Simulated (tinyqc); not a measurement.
Phonon-assisted absorption at an indirect gap: one step. The four branches at one energy. Three cases, with inputs chosen for the exercise.

Problem. Evaluate the occupations and each term.

alpha(E) = sum_j A_j [N_j (E - Eg + w_j)^2 + (N_j + 1)(E - Eg - w_j)^2], each bracket counted only where its base is positive; N_j = 1/(exp(w_j/kB T) - 1). The first term absorbs a phonon and the second emits one; excitons and direct transitions are left out.

Constants: kB = 8.617333262e-05 eV/K.

Case 1.

Values chosen (loosely those of Si at room temperature; Eg is not tied to T; the results hold for these values, not for the real material): Eg = 1.14 eV (indirect gap, held fixed unless listed); w = (55.8, 19) meV (two zone-edge phonons); A = (2400, 320) 1/(cm eV^2) (their strengths); T = 300 K; E = 1.481 eV (photon energy).

Case 2.

Values chosen (loosely those of SiC at room temperature; Eg is not tied to T; the results hold for these values, not for the real material): Eg = 3.185 eV (indirect gap, held fixed unless listed); w = (72.3, 46.1) meV (two zone-edge phonons); A = (3400, 610) 1/(cm eV^2) (their strengths); T = 400 K; E = 3.659 eV (photon energy).

Case 3.

Values chosen (loosely those of GaP at room temperature; Eg is not tied to T; the results hold for these values, not for the real material): Eg = 2.259 eV (indirect gap, held fixed unless listed); w = (45.9, 13) meV (two zone-edge phonons); A = (6500, 1200) 1/(cm eV^2) (their strengths); T = 400 K; E = 2.45 eV (photon energy).

Give: N_j; terms with phonon absorption; terms with phonon emission; alpha; wavelength hc/E (hc = 1239.841984 eV nm).

Solution.

Case 1.

N_j: 0.1306  0.9213

terms with phonon absorption (1/cm): 49.35  38.21

terms with phonon emission (1/cm): 220.7  63.75

alpha = 372.0 1/cm
wavelength hc/E (hc = 1239.841984 eV nm) = 837.2 nm

Phonon absorption supplies 23.5 % of alpha; the depth 1/alpha is 26.9 micrometre.

Case 2.

N_j: 0.1399  0.3560

terms with phonon absorption (1/cm): 142.0  58.74

terms with phonon emission (1/cm): 625.4  151.4

alpha = 977.6 1/cm
wavelength hc/E (hc = 1239.841984 eV nm) = 338.8 nm

Phonon absorption supplies 20.5 % of alpha; the depth 1/alpha is 10.2 micrometre.

Case 3.

N_j: 0.3588  2.183

terms with phonon absorption (1/cm): 130.9  109.0

terms with phonon emission (1/cm): 186.0  121.0

alpha = 546.9 1/cm
wavelength hc/E (hc = 1239.841984 eV nm) = 506.1 nm

Phonon absorption supplies 43.9 % of alpha; the depth 1/alpha is 18.3 micrometre.

Computed by tinyqc, one run a case: `OMP_NUM_THREADS=1 python tinyqc.py N N+1 out.jsonl` with N = 1651058, 1651072, 1651237; one thread of a shared Intel(R) Xeon(R) Processor @ 2.30GHz, about 0.01 s a run at most.
